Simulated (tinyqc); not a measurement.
Inputs raised by 5 %, one at a time: thermal boundary conductance by the acoustic and diffuse mismatch models. Computed by tinyqc, a small Python program. Command: `OMP_NUM_THREADS=1 python tinyqc.py 3008785 3008786 out.jsonl kapitza sens`. One thread of a shared host (Intel(R) Xeon(R) Processor @ 2.30GHz), about 0.01 s of CPU time with the checks.

Each side has one longitudinal and two transverse Debye branches, omega = v q up to q_D = (6 pi^2 n)^(1/3), with n counting all atoms. Scattering at the interface is elastic. Electrons are left out of G, also for metals. Melting is ignored. G refers to the temperatures of the phonons sent towards the interface. Linear branches over all atoms overstate G at high T, most for crystals with several atoms a cell.

Inputs (values chosen for the exercise, modelled on titanium nitride (side 1) and gallium nitride (side 2)):
```
quantity                    value     unit
density rho_1                5.43   g/cm^3
longitudinal velocity vL_1  10400      m/s
transverse velocity vT_1     6320      m/s
atom density n_1              105   1/nm^3
conductivity kappa_1         24.4  W/(m K)
density rho_2                 6.1   g/cm^3
longitudinal velocity vL_2   8120      m/s
transverse velocity vT_2     4270      m/s
atom density n_2             88.2   1/nm^3
conductivity kappa_2          197  W/(m K)
temperature T                  77        K
thickness d_1                 230       nm
thickness d_2                1100       nm
heat flux J                    35  kW/cm^2
```

Structure: film on a substrate.

Constants: hbar = 1.054571817e-34 J s; k_B = 1.380649e-23 J/K.

Method:
- omega_c = v q_D for each branch, given as hbar omega_c/k_B; impedance Z = rho v.
- No mode conversion. t(theta) = 4 Z_1 Z_2 cos(theta_1) cos(theta_2)/N^2, with N = Z_2 cos(theta_1) + Z_1 cos(theta_2) for L (the form for pressure waves) and N = Z_1 cos(theta_1) + Z_2 cos(theta_2) for both T branches (the form for shear waves polarised along the interface); sin(theta_2) = (v_2/v_1) sin(theta_1), and t = 0 beyond the critical angle arcsin(v_1/v_2); the mean over the incoming flux is alpha = 2 int t sin(theta_1) cos(theta_1) d theta_1 (64 Gauss-Legendre points).
- G = (k_B^4 T^3/(8 pi^2 hbar^3)) int W(x) x^4 e^x/(e^x - 1)^2 dx, x = hbar omega/(k_B T). Acoustic mismatch: W = sum over the three branches of alpha(1 to 2)/v_1^2, each up to the lower of its two cut-offs. Diffuse mismatch: W = S_1 S_2/(S_1 + S_2), where S_i sums 1/v^2 over the branches of side i still below their cut-off. Radiation limit: W = min(S_1, S_2). The integral is split at the four cut-offs (64 Gauss-Legendre points a piece, x at most 45).
- Boundary resistance R = 1/G and Kapitza length kappa_2/G use the diffuse value.
- In series: Delta T = J (d_1/kappa_1 + R + d_2/kappa_2), with bulk conductivities in the layers and one-dimensional flow.

Runs; columns: (1) input moved; (2) from; (3) to; (4) G, acoustic mismatch (MW/(m^2 K)); (5) G, radiation limit (MW/(m^2 K)); (6) total rise Delta T (K); (7) interface share of film plus interface:
```
(1)                                (2)     (3)    (4)    (5)    (6)     (7)
base run                             -       -  235.1  248.4  7.319  0.3850
density rho_1 (g/cm^3)            5.43  5.7015  234.8  248.4  7.319  0.3850
transverse velocity vT_1 (m/s)    6320    6636  216.8  229.7  7.434  0.3979
density rho_2 (g/cm^3)             6.1   6.405  235.1  248.4  7.319  0.3850
longitudinal velocity vL_2 (m/s)  8120    8526  235.7  247.7  7.333  0.3866
transverse velocity vT_2 (m/s)    4270  4483.5  240.7  253.5  7.337  0.3871
temperature T (K)                   77   80.85  265.0  280.9  7.078  0.3561
thickness d_2 (nm)                1100    1155  235.1  248.4  7.417  0.3850
```

Exponents ln(y'/y) / ln(x'/x):
```
input                       G, acoustic mismatch  G, radiation limit  total rise Delta T  interface share of film plus interface
density rho_1                             -0.024               0.000               0.000                                   0.000
transverse velocity vT_1                  -1.663              -1.604               0.318                                   0.672
density rho_2                              0.002               0.000               0.000                                   0.000
longitudinal velocity vL_2                 0.057              -0.064               0.038                                   0.082
transverse velocity vT_2                   0.488               0.410               0.050                                   0.108
temperature T                              2.452               2.516              -0.686                                  -1.600
thickness d_2                              0.000               0.000               0.272                                   0.000
```

Which inputs matter most for each result?

Among the inputs moved here: G, acoustic mismatch answers most in size to temperature T (exponent +2.452), next to transverse velocity vT_1 (-1.663); its exponent is below 0.0005 for thickness d_2. G, radiation limit answers most in size to temperature T (exponent +2.516), next to transverse velocity vT_1 (-1.604); its exponent is below 0.0005 for density rho_1, density rho_2, thickness d_2. Total rise Delta T answers most in size to temperature T (exponent -0.686), next to transverse velocity vT_1 (+0.318); its exponent is below 0.0005 for density rho_1, density rho_2. Interface share of film plus interface answers most in size to temperature T (exponent -1.600), next to transverse velocity vT_1 (+0.672); its exponent is below 0.0005 for density rho_1, density rho_2, thickness d_2.

Caution (all rows): kappa_2 is of room-temperature size, so the Kapitza length is only nominal at this T. Caution (all rows): the conductivities are of room-temperature size; at this T real values can differ much and free paths can be long. Caution (all rows): R from emitted-phonon temperatures is too large for use in series with Fourier layers, by up to a factor of about 2.
